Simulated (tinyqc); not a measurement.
Thickness from the minima: X-ray reflectivity of a thin film on silicon: critical angles, Parratt recursion, fringes and roughness. Computed by tinyqc, a small Python program. Command: `OMP_NUM_THREADS=1 python tinyqc.py 3121214 3121215 out.jsonl xrr walk`. One thread of a shared host (Intel(R) Xeon(R) Processor @ 2.30GHz), about 0.01 s of CPU time with the checks.

n = 1 - delta + i beta; the classical electron radius is r_e = 2.8179403e-6 nm. Layer 0 is vacuum, 1 the film, 2 the substrate.

Inputs (values chosen for the exercise, modelled on TiN on silicon, copper K-alpha radiation):
```
quantity                                        value     unit
wavelength lambda                             0.15406       nm
film density rho                                  4.9   g/cm^3
effective electrons per unit mass, film          0.47    mol/g
beta/delta, film                                0.072        -
film thickness d                                 12.1       nm
roughness of the surface sigma_1                  0.6       nm
roughness of the interface sigma_2               0.14       nm
substrate density                                2.33   g/cm^3
effective electrons per unit mass, substrate    0.507    mol/g
beta/delta, substrate                           0.023        -
grazing angle theta                              1.01  degrees
```

Constants: N_A = 6.02214076e+23 1/mol.

Method:
- delta = r_e lambda^2 rho_e/(2 pi), rho_e = density x electrons per mass x N_A; critical angle sqrt(2 delta), q_c = 4 sqrt(pi r_e rho_e).
- k_j = (2 pi/lambda) sqrt(sin^2 theta - 2 delta_j + 2 i beta_j); r_ij = (k_i - k_j)/(k_i + k_j) x exp(-2 k_i k_j sigma^2) (Nevot-Croce); r = (r_01 + r_12 p)/(1 + r_01 r_12 p), p = exp(2 i k_1 d); R = |r|^2.
- Far above the critical angle the period is d theta = lambda/(2 d), or 2 pi/d in q; the envelope runs between (|r_01| - |r_12 p|)^2 and (|r_01| + |r_12 p|)^2; contrast = 2 a b/(a^2 + b^2) with a = |r_01|, b = |r_12 p|; roughness factors on the amplitudes are about exp(-q^2 sigma^2/2).
- Minima of R theta^4 are located on 6001 points over 7.5 periods, from 1.15 times the larger critical angle. With refraction, sin^2(theta_m) = 2 delta + m^2 (lambda/(2 d))^2, m integer or half-integer; the first six minima are used, and the first order is the one that minimises the largest residual of the least-squares line plus the distance of its intercept from 2 delta. Without refraction, d = lambda/(2 x mean step of sin theta).

Constants:
```
layer      rho_e (1/nm^3)        delta         beta  critical angle (degrees)  q_c (1/nm)
film              1386.90  1.47631e-05  1.06294e-06                  0.311334    0.443224
substrate          711.40  7.57263e-06  1.74170e-07                  0.222977    0.317437
```

period in theta = 0.364752 degrees

Minima:
```
order m  theta (degrees)  sin^2 theta
1                 0.4839    0.0000713
2                 0.7971    0.0001935
3                 1.1413    0.0003968
4                 1.4947    0.0006804
5                 1.8517    0.0010441
6                 2.2110    0.0014884
```

d with refraction = 12.107 nm

d without refraction = 12.781 nm

What follows from these numbers?

Against d = 12.1 nm the errors are +0.06 % with and +5.63 % without refraction. The orders are integers, as r_01 and r_12 have opposite signs for a film denser than the substrate.

Extremes, crossings and ranges named in words are read from the listed rows.
